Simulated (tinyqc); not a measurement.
Gas flow in a process chamber: flow regimes, conductance, effective pumping speed, pump-down, outgassing and purge. Changing the pipe length l. Computed by tinyqc, a small Python program. Command: `OMP_NUM_THREADS=1 python tinyqc.py 3120387 3120388 out.jsonl pump sweep`. One thread of a shared host (Intel(R) Xeon(R) Processor @ 2.30GHz), about 0.01 s of CPU time with the checks.

Ideal gas, isothermal flow, a pump of constant speed at the end of a round pipe; process gas, volume gas and outgassing are given the same properties. 1 sccm = 101325 Pa x 1e-6 m^3/60 s x T/273.15 K.

Inputs (values chosen for the exercise, modelled on nitrogen near room temperature):
```
quantity,value,unit
molar mass M,28.01,g/mol
molecular diameter,0.37,nm
viscosity eta,17.8,micropascal s
temperature T,350,K
chamber volume V,220,L
pipe diameter d,2.5,cm
pump speed S,14,L/s
process gas flow,980,sccm
```

Constants: k_B = 1.380649e-23 J/K; u = 1.6605390666e-27 kg.

Method:
- Mean speed c = sqrt(8 k_B T/(pi m)); aperture conductance C_a = c pi d^2/16; molecular pipe C_m = C_a/(1 + 3 l/(4 d)) (Dushman form); viscous pipe C_v = pi d^4 p_mean/(128 eta l); Knudsen interpolation C = C_v + C_m (1 + x)/(1 + 1.24 x), x = d p_mean sqrt(m/(k_B T))/eta.
- Effective speed 1/S_eff = 1/S + 1/C_m; time constant V/S_eff; pressure at which the free path k_B T/(sqrt2 pi d_m^2 p) equals d.
- Steady flow: the pump inlet is at p_2 = Q/S, and the chamber pressure p_1 solves Q = C((p_1 + p_2)/2) (p_1 - p_2). Residence time = p_1 V/Q.
- Knudsen number = free path at the mean pressure over d.

One run for each value:
```
pipe length l (cm),C_m (L/s),S_eff in molecular flow (L/s),chamber pressure p_1 (Pa)
2,39.45,10.33,152.0
4.3,27.56,9.28,152.6
9.5,16.40,7.55,153.9
21,8.65,5.35,156.7
45,4.35,3.32,162.5
97,2.10,1.82,174.5
210,0.99,0.92,198.0
460,0.45,0.44,242.1
1000,0.21,0.21,317.2
```

Over the rows, C_m (L/s) falls from 39.5 to 0.210 (exponent d ln y / d ln x -0.47 between the first rows and -0.99 between the last); S_eff in molecular flow (L/s) falls from 10.3 to 0.207 (exponent d ln y / d ln x -0.14 between the first rows and -0.97 between the last); chamber pressure p_1 (Pa) rises from 152 to 317 (exponent d ln y / d ln x 0.0050 between the first rows and 0.35 between the last).
